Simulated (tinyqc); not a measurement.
Inside a calculation. Method: UHF in the 3-21g basis, for H3, spin multiplicity 2. This run ends on a higher stationary point, not on the lowest solution. One step of it, computed by the program tinyqc.

Task: Iteration 3: building the Fock matrix. J_ij = sum D_kl (ij|kl) with D = D(alpha) + D(beta), K_ij = sum D_kl (ik|jl) for each spin; F = H + J - K(s); E = tr D H + tr D J / 2 - 0.5 sum_s tr D(s) K(s) + E_nn.

D(alpha) after iteration 2, order 1H 1s, 1H 2s, 2H 1s, 2H 2s, 3H 1s, 3H 2s:
```
[[0.054479, 0.113005, 0.054697, 0.113535, -0.003545, -0.065267],
 [0.113005, 0.258517, 0.113568, 0.259961, -0.065022, -0.265003],
 [0.054697, 0.113568, 0.054917, 0.114100, -0.003822, -0.066119],
 [0.113535, 0.259961, 0.114100, 0.261414, -0.065883, -0.267494],
 [-0.003545, -0.065022, -0.003822, -0.065883, 0.138157, 0.314257],
 [-0.065267, -0.265003, -0.066119, -0.267494, 0.314257, 0.774990]]
```

D(beta) after iteration 2, order 1H 1s, 1H 2s, 2H 1s, 2H 2s, 3H 1s, 3H 2s:
```
[[0.040298, 0.075544, 0.040157, 0.075270, 0.016710, 0.029644],
 [0.075544, 0.141618, 0.075280, 0.141104, 0.031324, 0.055572],
 [0.040157, 0.075280, 0.040016, 0.075006, 0.016651, 0.029540],
 [0.075270, 0.141104, 0.075006, 0.140591, 0.031211, 0.055370],
 [0.016710, 0.031324, 0.016651, 0.031211, 0.006929, 0.012292],
 [0.029644, 0.055572, 0.029540, 0.055370, 0.012292, 0.021807]]
```

core Hamiltonian H = T + V (hartree), order 1H 1s, 1H 2s, 2H 1s, 2H 2s, 3H 1s, 3H 2s:
```
[[-0.929620, -0.979077, -0.176680, -0.444678, -0.125259, -0.388444],
 [-0.979077, -1.147825, -0.444655, -0.755979, -0.383687, -0.693666],
 [-0.176680, -0.444655, -0.929503, -0.979001, -0.125056, -0.388178],
 [-0.444678, -0.755979, -0.979001, -1.147724, -0.383443, -0.693389],
 [-0.125259, -0.383687, -0.125056, -0.383443, -0.901900, -0.961222],
 [-0.388444, -0.693666, -0.388178, -0.693389, -0.961222, -1.124670]]
```

Two-electron integrals (ij|kl) in chemists' order, unique and non-zero (hartree):
```
(11|11) 1.140145   (21|11) 0.611403   (21|21) 0.345152   (22|11) 0.626370
(22|21) 0.380329   (22|22) 0.482957   (31|11) 0.041802   (31|21) 0.025191
(31|22) 0.030868   (31|31) 0.003446   (32|11) 0.113742   (32|21) 0.072188
(32|22) 0.101366   (32|31) 0.011070   (32|32) 0.048209   (33|11) 0.392568
(33|21) 0.252842   (33|22) 0.374772   (33|31) 0.041802   (33|32) 0.218689
(33|33) 1.140145   (41|11) 0.218689   (41|21) 0.124813   (41|22) 0.140096
(41|31) 0.011070   (41|32) 0.032241   (41|33) 0.113742   (41|41) 0.048209
(42|11) 0.296037   (42|21) 0.182845   (42|22) 0.242588   (42|31) 0.019824
(42|32) 0.074082   (42|33) 0.296037   (42|41) 0.074082   (42|42) 0.147372
(43|11) 0.252842   (43|21) 0.162314   (43|22) 0.238357   (43|31) 0.025191
(43|32) 0.124813   (43|33) 0.611403   (43|41) 0.072188   (43|42) 0.182845
(43|43) 0.345152   (44|11) 0.374772   (44|21) 0.238357   (44|22) 0.344387
(44|31) 0.030868   (44|32) 0.140096   (44|33) 0.626370   (44|41) 0.101366
(44|42) 0.242588   (44|43) 0.380329   (44|44) 0.482957   (51|11) 0.025954
(51|21) 0.015793   (51|22) 0.019719   (51|31) 0.001481   (51|32) 0.004679
(51|33) 0.016706   (51|41) 0.006265   (51|42) 0.010883   (51|43) 0.010708
(51|44) 0.015430   (51|51) 0.001469   (52|11) 0.091314   (52|21) 0.058238
(52|22) 0.083216   (52|31) 0.005857   (52|32) 0.021830   (52|33) 0.082913
(52|41) 0.023327   (52|42) 0.049174   (52|43) 0.053176   (52|44) 0.077757
(52|51) 0.006073   (52|52) 0.035419   (53|11) 0.016678   (53|21) 0.010690
(53|22) 0.015403   (53|31) 0.001479   (53|32) 0.006252   (53|33) 0.025895
(53|41) 0.004671   (53|42) 0.010862   (53|43) 0.015758   (53|44) 0.019678
(53|51) 0.001012   (53|52) 0.005490   (53|53) 0.001464   (54|11) 0.082883
(54|21) 0.053155   (54|22) 0.077721   (54|31) 0.005853   (54|32) 0.023306
(54|33) 0.091220   (54|41) 0.021820   (54|42) 0.049141   (54|43) 0.058180
(54|44) 0.083139   (54|51) 0.005498   (54|52) 0.034249   (54|53) 0.006055
(54|54) 0.035367   (55|11) 0.365144   (55|21) 0.235502   (55|22) 0.353592
(55|31) 0.023896   (55|32) 0.094318   (55|33) 0.365028   (55|41) 0.094340
(55|42) 0.214770   (55|43) 0.235427   (55|44) 0.353499   (55|51) 0.025954
(55|52) 0.186168   (55|53) 0.025895   (55|54) 0.186026   (55|55) 1.140145
(61|11) 0.186168   (61|21) 0.106428   (61|22) 0.119798   (61|31) 0.008541
(61|32) 0.024871   (61|33) 0.087462   (61|41) 0.039785   (61|42) 0.060426
(61|43) 0.055943   (61|44) 0.080822   (61|51) 0.006073   (61|52) 0.022601
(61|53) 0.004074   (61|54) 0.020499   (61|55) 0.091314   (61|61) 0.035419
(62|11) 0.263698   (62|21) 0.163243   (62|22) 0.217901   (62|31) 0.015181
(62|32) 0.053814   (62|33) 0.205565   (62|41) 0.063039   (62|42) 0.120360
(62|43) 0.130007   (62|44) 0.184471   (62|51) 0.011796   (62|52) 0.057351
(62|53) 0.010116   (62|54) 0.054668   (62|55) 0.263698   (62|61) 0.057351
(62|62) 0.122336   (63|11) 0.087410   (63|21) 0.055910   (63|22) 0.080771
(63|31) 0.008536   (63|32) 0.039757   (63|33) 0.186026   (63|41) 0.024857
(63|42) 0.060385   (63|43) 0.106348   (63|44) 0.119710   (63|51) 0.004078
(63|52) 0.020492   (63|53) 0.006055   (63|54) 0.022563   (63|55) 0.091220
(63|61) 0.019895   (63|62) 0.046596   (63|63) 0.035367   (64|11) 0.205524
(64|21) 0.129979   (64|22) 0.184421   (64|31) 0.015175   (64|32) 0.063009
(64|33) 0.263554   (64|41) 0.053800   (64|42) 0.120315   (64|43) 0.163156
(64|44) 0.217790   (64|51) 0.010132   (64|52) 0.054679   (64|53) 0.011767
(64|54) 0.057282   (64|55) 0.263554   (64|61) 0.046616   (64|62) 0.111191
(64|63) 0.057282   (64|64) 0.122228   (65|11) 0.235502   (65|21) 0.151551
(65|22) 0.225620   (65|31) 0.015362   (65|32) 0.060556   (65|33) 0.235427
(65|41) 0.060570   (65|42) 0.136283   (65|43) 0.151505   (65|44) 0.225563
(65|51) 0.015793   (65|52) 0.106428   (65|53) 0.015758   (65|54) 0.106348
(65|55) 0.611403   (65|61) 0.058238   (65|62) 0.163243   (65|63) 0.058180
(65|64) 0.163156   (65|65) 0.345152   (66|11) 0.353592   (66|21) 0.225620
(66|22) 0.329648   (66|31) 0.022502   (66|32) 0.089019   (66|33) 0.353499
(66|41) 0.089035   (66|42) 0.195434   (66|43) 0.225563   (66|44) 0.329581
(66|51) 0.019719   (66|52) 0.119798   (66|53) 0.019678   (66|54) 0.119710
(66|55) 0.626370   (66|61) 0.083216   (66|62) 0.217901   (66|63) 0.083139
(66|64) 0.217790   (66|65) 0.380329   (66|66) 0.482957
```

nuclear repulsion = 1.12324375 hartree

Give: Coulomb J; exchange K(alpha); exchange K(beta); F(alpha); F(beta); total energy of this density.

Result:

Coulomb J (hartree), order 1H 1s, 1H 2s, 2H 1s, 2H 2s, 3H 1s, 3H 2s:
```
[[1.5042, 0.9181, 0.0933, 0.3621, 0.0604, 0.3093],
 [0.9181, 1.2191, 0.3622, 0.7263, 0.3179, 0.6656],
 [0.0933, 0.3622, 1.5046, 0.9183, 0.0603, 0.3091],
 [0.3621, 0.7263, 0.9183, 1.2192, 0.3177, 0.6654],
 [0.0604, 0.3179, 0.0603, 0.3177, 1.5830, 0.9555],
 [0.3093, 0.6656, 0.3091, 0.6654, 0.9555, 1.2432]]
```

exchange K(alpha) (hartree), order 1H 1s, 1H 2s, 2H 1s, 2H 2s, 3H 1s, 3H 2s:
```
[[0.3550, 0.3319, 0.1662, 0.2431, 0.0422, 0.1401],
 [0.3319, 0.3958, 0.2434, 0.3430, 0.1778, 0.2738],
 [0.1662, 0.2434, 0.3570, 0.3333, 0.0418, 0.1400],
 [0.2431, 0.3430, 0.3333, 0.3968, 0.1774, 0.2735],
 [0.0422, 0.1778, 0.0418, 0.1774, 0.6845, 0.5485],
 [0.1401, 0.2738, 0.1400, 0.2735, 0.5485, 0.5382]]
```

exchange K(beta) (hartree), order 1H 1s, 1H 2s, 2H 1s, 2H 2s, 3H 1s, 3H 2s:
```
[[0.3021, 0.2992, 0.1445, 0.2235, 0.0827, 0.1750],
 [0.2992, 0.3563, 0.2231, 0.3111, 0.1225, 0.2375],
 [0.1445, 0.2231, 0.3007, 0.2981, 0.0825, 0.1745],
 [0.2235, 0.3111, 0.2981, 0.3554, 0.1223, 0.2372],
 [0.0827, 0.1225, 0.0825, 0.1223, 0.1043, 0.1294],
 [0.1750, 0.2375, 0.1745, 0.2372, 0.1294, 0.2064]]
```

F(alpha) (hartree), order 1H 1s, 1H 2s, 2H 1s, 2H 2s, 3H 1s, 3H 2s:
```
[[0.2196, -0.3928, -0.2495, -0.3256, -0.1071, -0.2193],
 [-0.3928, -0.3245, -0.3259, -0.3726, -0.2435, -0.3018],
 [-0.2495, -0.3259, 0.2180, -0.3940, -0.1066, -0.2191],
 [-0.3256, -0.3726, -0.3940, -0.3253, -0.2431, -0.3016],
 [-0.1071, -0.2435, -0.1066, -0.2431, -0.0033, -0.5542],
 [-0.2193, -0.3018, -0.2191, -0.3016, -0.5542, -0.4197]]
```

F(beta) (hartree), order 1H 1s, 1H 2s, 2H 1s, 2H 2s, 3H 1s, 3H 2s:
```
[[0.2725, -0.3601, -0.2279, -0.3061, -0.1475, -0.2541],
 [-0.3601, -0.2850, -0.3056, -0.3407, -0.1882, -0.2656],
 [-0.2279, -0.3056, 0.2743, -0.3587, -0.1473, -0.2536],
 [-0.3061, -0.3407, -0.3587, -0.2839, -0.1880, -0.2653],
 [-0.1475, -0.1882, -0.1473, -0.1880, 0.5769, -0.1351],
 [-0.2541, -0.2656, -0.2536, -0.2653, -0.1351, -0.0878]]
```

total energy of this density = -1.476515 hartree
